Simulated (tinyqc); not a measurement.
## MOSFET in the linear regime without short-channel effects, parameter extraction from computed curves: extraction methods against the first mobility attenuation factor

Inversion charge Q = Cox n Vt W0(exp((Vg - VT)/(n Vt))), W0 the Lambert function and n = nf; u = Q/Cox; mobility mu = mu0/(1 + th1 u + th2 u^2); channel resistance Rch = (L - dL)/(W mu Q); Id = Vd/(Rch + Rsd/W). Cox = eps0 eox/tox. Small Vd, no channel-length or drain effects.

From the continuous curve Id(Vg): tangent at peak gm (V_ext = Vg - Id/gm); constant current Id = 0.1 uA W/L; peak of d2Id/dVg2; Y = Id/sqrt(gm) drawn through Vg = VT + 0.6 and VT + 0.8 V, with intercept VT_Y and slope s. Mobilities gm,max L/(W Cox Vd) and s^2 L/(W Cox Vd) with the drawn L. Last column: share of Rsd/W in the total resistance at VT + 0.8 V.

Parameters, values chosen for the exercise; channel values of the order met in silicon transistors:
- T = 77 K (temperature)
- eox = 3.9 (relative permittivity of the gate insulator (close to silicon dioxide))
- tox = 1 nm (insulator thickness)
- mu0 = 94 cm^2/(V s) (low-field mobility)
- th2 = 0 1/V^2 (second mobility attenuation factor)
- VT = 0.38 V (threshold voltage)
- nf = 1.46 (body factor)
- W = 10 um (gate width)
- L = 0.62 um (drawn gate length)
- dL = 0.015 um (drawn less effective length)
- Rsd = 250 ohm um (source plus drain resistance)
- Vd = 0.01 V (drain voltage)

Constants: q = 1.602176634e-19 C, kB = 1.380649e-23 J/K, Vt = kB T/q, eps0 = 8.8541878128e-14 F/cm where lengths are in cm. Results are converted to the units shown.

Extraction methods against the first mobility attenuation factor:

| th1 (1/V) | V_ext (V) | constant current (V) | second derivative (V) | VT_Y (V) | mobility from gm (cm^2/(V s)) | mobility from Y (cm^2/(V s)) | series share (%) |
|---|---|---|---|---|---|---|---|
| 0 | 0.394 | 0.421 | 0.378 | 0.406 | 87.2 | 93.5 | 9.23 |
| 0.2 | 0.389 | 0.421 | 0.378 | 0.406 | 82.4 | 93.5 | 8.11 |
| 0.4 | 0.387 | 0.422 | 0.378 | 0.406 | 79.2 | 93.5 | 7.24 |
| 0.6 | 0.385 | 0.422 | 0.378 | 0.406 | 76.7 | 93.5 | 6.53 |
| 0.8 | 0.384 | 0.422 | 0.378 | 0.406 | 74.6 | 93.5 | 5.95 |
| 1 | 0.383 | 0.422 | 0.378 | 0.406 | 72.7 | 93.5 | 5.47 |
| 1.2 | 0.382 | 0.423 | 0.378 | 0.406 | 71.1 | 93.5 | 5.05 |

Read the table: what changes, and by how much?

The model has VT = 0.38 V and mu0 = 94 cm^2/(V s). Over the table the extracted thresholds move by 12 mV (tangent), 1.5 mV (constant current), 0.50 mV (second derivative), under 0.5 mV (Y function). The mobility from gm falls from 87.2 to 71.1 and that from Y stays near 93.5 cm^2/(V s).

tinyqc, about 0.01 s, one thread, Intel Xeon 2.30GHz (shared host): `OMP_NUM_THREADS=1 python tinyqc.py 2210032 2210033 out.jsonl`
